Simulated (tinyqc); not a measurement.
Inside a calculation. Model: FinFET, parasitic resistance, capacitance and delay.

Program tinyqc, `OMP_NUM_THREADS=1 python tinyqc.py 2170073 2170074 out.jsonl`; Intel Xeon 2.30GHz, shared host, one thread, about 0.04 s. Printed values are rounded.

Nf fins under one contact; each has gated perimeter p = 2 Hf + Wf and cross-section A = Hf Wf; contact width Wc = Nf pf, stack height Hs = Hf. Contact length Lc = CPP - Lg - 2 Lsp, shared by two neighbouring gates. Source and drain sides are equal. The formulas are first-order estimates, not field solutions.

Values chosen for this exercise; values close to those of silicon logic devices:
```
symbol,value,unit,meaning
T,300,K,temperature
Nf,1,,number of fins
Hf,55,nm,fin height
Wf,6,nm,fin width
pf,24,nm,fin pitch
CPP,54,nm,contacted gate pitch
Lg,18,nm,gate length
Lsp,4,nm,spacer length
ks,5.5,,relative permittivity of the spacer
Hc,30,nm,gate height above the channel stack
rc,6.4e-10,ohm cm^2,contact resistivity
re,0.00028,ohm cm,resistivity of the source-drain epitaxy
te,15,nm,current-carrying depth of the epitaxy
rx,0.00078,ohm cm,resistivity of the extension
Lov,0.5,nm,gate overlap
Cinv,2.8,uF/cm^2,inversion capacitance
vx,9.5e6,cm/s,injection velocity
mu,140,cm^2/(V s),apparent mobility
VT,0.28,V,threshold at zero drain voltage
dl,0.058,V/V,barrier lowering
n,1.13,,subthreshold factor
Cw,0.3,fF,wire load
Vdd,0.6,V,supply voltage
```

Constants: q = 1.602176634e-19 C, kB = 1.380649e-23 J/K, eps0 = 8.8541878128e-12 F/m, Vt = kB T/q. Results are converted to the units shown.

## Geometry and resistances

Epitaxy sheet resistance Rsh = re/te, transfer length LT = sqrt(rc/Rsh), contact Rc = [sqrt(rc Rsh)/Wc] coth(Lc/(2 LT)); extension of one fin Rx = rx Lsp/A. Effective width N p; for equal currents one side has Rc + Rx/N.

Lc = 28 nm
effective width = 116 nm
Rsh = 186.667 ohm
LT = 18.5164 nm
Rc = 225.460 ohm
Rx = 94.5455 ohm
one side times effective width = 37.1207 ohm um

Lc/2 is 0.76 transfer lengths, and Rc is 18 % above the area limit rc/(Wc Lc/2). The contact makes up 70.5 % of one side.

## Capacitances

With N fins: gate Cg = Cinv p N Lg; per side, plate Cp = ks eps0 [Wc (Hs + Hc) - N A]/Lsp, top fringe Cf = (2/pi) ks eps0 Wc ln(1 + Lg/(2 Lsp)), overlap Co = Cinv p N Lov. Cs = Cp + Cf + Co. An inverter of two such devices driving an equal one has the load CL = 2 (Cg + 2 Cs) + 4 Cs + Cw (its own drains counted twice for the Miller effect).

Cg = 58.4640 aF
Cp = 20.8184 aF
Cf = 0.876980 aF
Co = 1.624 aF
CL = 603.483 aF

The channel capacitance gives 19.4 % of CL, the parasitic parts 30.9 % and the wire 49.7 %.

## Iteration 1: fin currents at Vgs = Vdd, Vds = Vdd/2

I at the start (uA): fin 1 0

One fin: I = p Q vx u/(1 + |u|^1.8)^(1/1.8), Q = Cinv n Vt ln(1 + exp((Vg' - VT + dl Vd')/(n Vt))), u = Vd' mu/(vx Lg), Vg' = Vgs - v, Vd' = Vds - 2 v, with the drop on each side v = Rc (sum of I) + Rx I. I(new) = I(out).

drop v (mV): fin 1 0
I(out) (uA): fin 1 94.1493
I after iteration 1 (uA): fin 1 94.1493

## Iteration 2: fin currents at Vgs = Vdd, Vds = Vdd/2

As before.

drop v (mV): fin 1 30.1283
I(out) (uA): fin 1 81.1228
I after iteration 2 (uA): fin 1 81.1228

## Course of the iteration: fin currents at Vgs = Vdd, Vds = Vdd/2

Stop when the largest change of I is below 1e-6 uA, or after 80 iterations.

Course of the iteration:
```
iteration  total I (uA)  largest |change| of one entry (uA)
1               94.1493                                94.1
2               81.1228                                13.0
3               82.9972                                1.87
4               82.7292                               0.268
5               82.7676                              0.0384
6               82.7621                             5.49e-3
7               82.7629                             7.86e-4
8               82.7627                             1.12e-4
9               82.7628                             1.61e-5
10              82.7628                             2.30e-6
11              82.7628                             3.29e-7
```

Converged in 11 iterations. At the end each change is about 0.14 times the one before: linear convergence.

## Effective current, delay and energy

IH = I(Vdd, Vdd/2) = 82.7628 uA
IL = I(Vdd/2, Vdd), solved likewise = 16.1512 uA

Ieff = (IH + IL)/2, delay CL Vdd/(2 Ieff), energy CL Vdd^2, with CL the load of an inverter that drives an equal one.

Ieff = 49.4570 uA
delay = 3.66065 ps
energy = 217.254 aJ

Without any series resistance Ieff would be 55.9 uA, so the resistances cost 11.5 %.
